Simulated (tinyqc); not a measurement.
# Changing the trap density N_t

Model: carrier lifetime from Shockley-Read-Hall, radiative, Auger and surface recombination. Computed by tinyqc, a small Python program. Command: `OMP_NUM_THREADS=1 python tinyqc.py 3020662 3020663 out.jsonl lifetime sweep`. One thread of a shared host (Intel(R) Xeon(R) Processor @ 2.30GHz), about 0.02 s of CPU time with the checks.

Energies are counted from the top of the valence band. Boltzmann statistics, full ionisation, and equal excess densities of electrons and holes.

Inputs (values chosen for the exercise, for a model semiconductor):
```
quantity,value,unit
gap E_g,2.83,eV
electron mass m_e,0.153,m_0
valleys M_c,1,-
hole mass m_h,0.739,m_0
temperature T,400,K
doping N,1.7e+16,cm^-3
trap level E_t,0.925,eV
electron cross-section sigma_n,2.5e-17,cm^2
hole cross-section sigma_p,2.4e-16,cm^2
radiative coefficient B,3.5e-11,cm^3/s
Auger coefficient C_n,5.9e-31,cm^6/s
Auger coefficient C_p,1.5e-30,cm^6/s
excess density dn,3.9e+14,cm^-3
generation rate G,6.2e+23,cm^-3 s^-1
diffusion coefficient D,37,cm^2/s
```

Doping: n-type. Surface term: none.

Constants: m_0 = 9.1093837015e-31 kg; k_B = 1.380649e-23 J/K; h = 6.62607015e-34 J s; k_B = 8.617333262e-05 eV/K.

Method:
- N_c = 2 M_c (2 pi m_e k_B T/h^2)^(3/2) and N_v = 2 (2 pi m_h k_B T/h^2)^(3/2), masses in units of m_0.
- n_i = sqrt(N_c N_v) exp(-E_g/2 k_B T); majority density N/2 + sqrt(N^2/4 + n_i^2), minority density n_i^2 over it.
- v = sqrt(3 k_B T/m) with m_e or m_h; tau_n0 = 1/(sigma_n v_n N_t), tau_p0 = 1/(sigma_p v_p N_t); n1 = N_c exp(-(E_g - E_t)/k_B T), p1 = N_v exp(-E_t/k_B T).
- With n = n_0 + dn, p = p_0 + dn and U/dn = 1/tau: (n p - n_i^2)/dn = n_0 + p_0 + dn = s; 1/tau_SRH = s/[tau_p0 (n + n1) + tau_n0 (p + p1)]; 1/tau_rad = B s; 1/tau_Aug = (C_n n + C_p p) s; the rates add.
- Radiative efficiency = tau_eff/tau_rad; effective diffusion length = sqrt(D tau_eff).
- dn solves dn/tau_eff(dn) = G (60 bisections in ln dn between 1e-2 and 1e22 cm^-3); the splitting of the quasi-Fermi levels is k_B T ln(n p/n_i^2).

One run for each value:
```
trap density N_t (cm^-3),effective lifetime at dn (s),radiative efficiency at dn,quasi-Fermi splitting under G (eV),effective diffusion length at dn (micrometre)
1.00e+10,1.6424e-06,0.99963,2.5515,77.954
5.00e+10,1.6420e-06,0.99941,2.5515,77.945
3.00e+11,1.6397e-06,0.99800,2.5515,77.890
1.00e+12,1.6333e-06,0.99409,2.5515,77.737
7.00e+12,1.5802e-06,0.96177,2.5515,76.463
4.00e+13,1.3405e-06,0.81588,2.5513,70.425
2.00e+14,7.7240e-07,0.47012,2.5504,53.459
1.00e+15,2.4765e-07,0.15073,2.5461,30.270
```

What does the table show, and why?

Over the rows, effective lifetime at dn (s) falls from 1.64e-6 to 2.48e-7 (exponent d ln y / d ln x -1.4e-4 between the first rows and -0.71 between the last); radiative efficiency at dn falls from 1.000 to 0.151 (exponent d ln y / d ln x -1.4e-4 between the first rows and -0.71 between the last); quasi-Fermi splitting under G (eV) falls from 2.551 to 2.546. At the low end the exponent of effective lifetime at dn is 0.00, close to 0: other channels rule.

Extremes, crossings and ranges named in words are read from the listed rows.
